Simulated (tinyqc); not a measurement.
# Three-phonon processes in a diatomic chain: dispersion, energy and momentum conservation, and decay channels of optical phonons, step by step

A worked calculation. Computed by tinyqc, a small Python program that keeps every step. Command: `OMP_NUM_THREADS=1 python tinyqc.py 3120168 3120169 out.jsonl threeph walk`. One thread of a shared host (Intel(R) Xeon(R) Processor @ 2.30GHz), about 0.05 s of CPU time with the checks. Intermediate numbers are printed to about 6 digits and carried at full precision; extremes and crossings named in words are read from the listed rows.

Cell length a, two atoms, one spring constant. x = q a/pi runs from -1 to 1; A and O are the acoustic and optical branches. Matrix elements are not computed: only conservation laws and occupation factors are followed.

Inputs (values chosen for the exercise, for a model chain):

| quantity | value | unit |
|---|---|---|
| light mass m | 27 | u |
| heavy mass M | 33.8 | u |
| spring constant k | 3.5 | eV/angstrom^2 |
| temperature T | 300 | K |
| wave number of the decaying phonon q a/pi | 0.5 | - |
| zero-temperature width Gamma_0 | 2.2 | 1/cm |

Constants: nu for 1 eV/(angstrom^2 u) = 15.6333042 THz; h x 1 THz = 4.135667696 meV; k_B = 8.617333262e-05 eV/K; c = 299792458 m/s.

## Band edges

omega^2 = k (1/m + 1/M) -/+ k sqrt((1/m + 1/M)^2 - 4 sin^2(pi x/2)/(m M)); nu = 15.6333042 THz x sqrt(omega^2) for eV/(angstrom^2 u). Acoustic top sqrt(2 k/M), optical bottom sqrt(2 k/m), optical top sqrt(2 k (1/m + 1/M)).

acoustic top = 7.11445 THz

optical bottom = 7.96009 THz

optical top = 10.6761 THz

optical top over twice the acoustic top = 0.750309

optical bottom over twice the acoustic top = 0.559431

optical width over acoustic top = 0.381755

The zone-centre optical phonon can decay into two acoustic ones: this needs M/m <= 3.

## Dispersion

The formulas are those given above.

Branches:

| x | nu_A (THz) | nu_O (THz) |
|---|---|---|
| 0.10 | 0.83235 | 10.6436 |
| 0.20 | 1.65936 | 10.5463 |
| 0.35 | 2.87818 | 10.2808 |
| 0.50 | 4.05469 | 9.8761 |
| 0.65 | 5.16919 | 9.3412 |
| 0.80 | 6.19391 | 8.6956 |
| 0.90 | 6.78789 | 8.2403 |
| 1.00 | 7.11445 | 7.9601 |

## Decay of the zone-centre phonon

O(0) -> A(x) + A(-x) needs nu_A(x) = nu_O(0)/2, which gives sin^2(pi x/2) = (3/16)(m + M)^2/(m M). Full width at half maximum Gamma = Gamma_0 (1 + 2 n), n = 1/(exp(h nu_A/(k_B T)) - 1); lifetime = 1/(2 pi c Gamma).

x of the products = 0.673696

their frequency = 5.33803 THz

occupation n = 0.741340

width Gamma = 5.46190 1/cm

lifetime = 0.971977 ps

## All channels at the given wave number

Processes for O(x): decay O -> A + A and O -> O + A with x = x' + x'' (mod 2), and absorption O + A -> O with x + x' = x'' (mod 2). Roots of the energy mismatch in x' are bracketed on 4001 points from -1 to 1 and refined. A process is umklapp (U) if the sum of wave numbers leaves (-1, 1]. Weight = occupation factor/|d mismatch/dx'|, the factor being 1 + n' + n'' for decay and n' - n'' for absorption. Pairs that differ only by exchanging two acoustic products count once, and the trivial root x' = 0 is left out.

nu_O(x) = 9.87613 THz

Channels:

| process | x' | x'' | nu' (THz) | nu'' (THz) | type | weight (1/THz) |
|---|---|---|---|---|---|---|
| O -> A + A | -0.385893 | 0.885893 | 3.16425 | 6.71188 | N | 0.225806 |

1 channel(s) are open, 0 of them umklapp.

## Phase space against the mass ratio

Total weight summed over channels and averaged over x = 0.05, 0.15, ..., 0.95, with m and k fixed; share of those x with an open channel.

Optical phonons:

| M/m | weight, A + A (1/THz) | weight, with O (1/THz) | share open |
|---|---|---|---|
| 1.1 | 0.426389 | 0 | 1.0 |
| 1.5 | 0.930635 | 0 | 1.0 |
| 2.0 | 0.541342 | 0 | 0.8 |
| 2.5 | 0.307978 | 0 | 0.5 |
| 2.9 | 0.237943 | 0 | 0.2 |
| 3.3 | 0.000000 | 0 | 0.0 |
| 3.7 | 0.000000 | 0 | 0.0 |
| 4.2 | 0.000000 | 0 | 0.0 |
| 6.0 | 0.000000 | 0 | 0.0 |

The A + A channel closes between M/m = 2.9 and 3.3 on this grid: energy conservation alone would allow it up to M/m = 4, where the optical bottom passes twice the acoustic top, but momentum must be conserved too. No channel with a second optical phonon opens at any ratio. A large gap that shuts such channels is one reason why crystals with very unequal masses can conduct heat well.

Checks made by the program: band edges against the dispersion (relative difference below 1e-10); frequency of the products (relative difference below 1e-10).
